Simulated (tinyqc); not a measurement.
A short-path metal as competitor: size effects in the resistivity of thin metal films and interconnect lines. Computed by tinyqc, a small Python program. Command: `OMP_NUM_THREADS=1 python tinyqc.py 3018762 3018763 out.jsonl size walk`. One thread of a shared host (Intel(R) Xeon(R) Processor @ 2.30GHz), about 0.01 s of CPU time with the checks.

Electrons lose their drift at surfaces (a share 1 - p of the hits) and at grain boundaries (reflection R), besides bulk scattering. The line sits in a trench with a non-conducting liner on both walls and the bottom; the spacing equals the drawn width.

Inputs (values chosen for the exercise, modelled on ruthenium):
```
quantity                                   value         unit
bulk resistivity rho_b                      7.92  microohm cm
bulk mean free path lambda                  6.65           nm
specularity p                                  0            -
grain-boundary reflection R                 0.26            -
grain size over metal width                  1.9            -
aspect ratio (height over width)               3            -
liner thickness t                            1.4           nm
competitor: rho_b relative to this metal     2.3            -
competitor: lambda relative to this metal   0.45            -
competitor: liner relative to t                0            -
```

Geometry: line.

Method:
- Fuchs-Sondheimer film: rho_b/rho = 1 - (3/(2 kappa))(1 - p) int_0^1 (s - s^3)(1 - exp(-kappa/s))/(1 - p exp(-kappa/s)) ds, f = rho/rho_b, kappa = thickness/lambda, 80 Gauss-Legendre points.
- Line: the excess of a film of thickness w_m and of a film of thickness h_m are added, rho/rho_b = 1 + (f(w_m) - 1) + (f(h_m) - 1), an estimate that holds best when both sides exceed lambda.
- Mayadas-Shatzkes: alpha = (lambda/D) R/(1 - R); rho_b/rho = 1 - 3 alpha/2 + 3 alpha^2 - 3 alpha^3 ln(1 + 1/alpha).
- w_m = w - 2t, h_m = (aspect ratio) w - t, D = (ratio) w_m; rho = rho_b [1 + surface excess + grain excess].
- Effective resistivity rho (aspect ratio) w^2/(w_m h_m) for the metal with its liner, for the same metal without liner, and for a competitor with its own rho_b, lambda and liner, and for that competitor with the liner t; p, R, aspect and grain ratios are the same.

Effective resistivity (microohm cm):
```
w (nm)  this metal  without liner  competitor  competitor, liner t
200          8.263          8.126      18.428               18.736
100          8.625          8.334      18.642               19.280
50           9.413          8.759      19.072               20.442
30          10.616          9.342      19.654               22.166
20          12.407         10.096      20.394               24.658
14          15.274         11.090      21.366               28.554
10          20.391         12.434      22.695               35.394
7           32.423         14.454      24.739               51.253
5           66.284         17.119      27.513               94.953
```

The competitor wins below a width between 10.0 and 7.00 nm. In narrow lines rho scales as rho_b lambda/w, and the product rho_b lambda of the competitor is 1.03 times this metal's. At the narrowest width the liner costs this metal a factor 3.87. With the same liner the competitor wins nowhere in the table; at the narrowest width the thinner liner lowers it from 95.0 to 27.5. Rows with w - 2t below lambda stretch the additive estimate. Metal widths below about 5 nm are outside this semiclassical model.

Extremes, crossings and ranges named in words are read from the listed rows.
